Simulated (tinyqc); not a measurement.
Inside a calculation. Method: plane-wave Kohn-Sham cycle with exchange-only LDA in a layered model solid. One step of it, computed by the program tinyqc.

Problem. Iteration 2: levels at that k. Diagonalise the Hermitian matrix.

H (hartree), lower triangle:
```
           -3         -2         -1         +0         +1        +2        +3
-3   0.734063
-2   0.515483   0.183338
-1   0.092175   0.515483  -0.122620
+0   0.014783   0.092175   0.515483  -0.183812
+1   0.002924   0.014783   0.092175   0.515483  -0.000237
+2  -0.000195   0.002924   0.014783   0.092175   0.515483  0.428105
+3   0.000248  -0.000195   0.002924   0.014783   0.092175  0.515483  1.101213
```

Give: eigenvalues.

Solution.

eigenvalues (hartree): -0.8839  -0.5168  -0.1293  0.2823  0.6996  1.1927  1.4953
